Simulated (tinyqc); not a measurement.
Ion-assisted plasma etching: sheath, surface coverage, synergy and aspect-ratio dependence: one step, computed by the program tinyqc.

Radicals adsorb on bare sites; ions remove covered sites with a high yield and bare sites by sputtering; a slow spontaneous reaction acts everywhere, walls included.

Question. Fluxes. Bohm speed u_B = sqrt(e T_e/M_i); ion flux G_i = 0.61 n_e u_B; radical flux G_n = n c/4 with c = sqrt(8 k_B T_g/(pi M_n)).

Inputs (values chosen for the exercise, close to those used for silicon dioxide in a fluorocarbon plasma):

| quantity | value | unit |
|---|---|---|
| plasma density n_e | 3.6e+11 | 1/cm^3 |
| electron temperature T_e | 2.6 | eV |
| ion mass M_i | 40 | u |
| radical density n | 3.7e+12 | 1/cm^3 |
| radical mass M_n | 31 | u |
| gas temperature T_g | 500 | K |

Feature: long trench.

Constants: e = 1.602176634e-19 C; u = 1.6605390666e-27 kg; k_B = 1.380649e-23 J/K.

Give: Bohm speed; ion flux G_i; radical speed c; radical flux G_n; flux ratio G_n/G_i.

Answer.

Bohm speed = 2.504e+05 cm/s

ion flux G_i = 5.499e+16 1/(cm^2 s)

radical speed c = 58437 cm/s

radical flux G_n = 5.405e+16 1/(cm^2 s)

flux ratio G_n/G_i = 0.9829
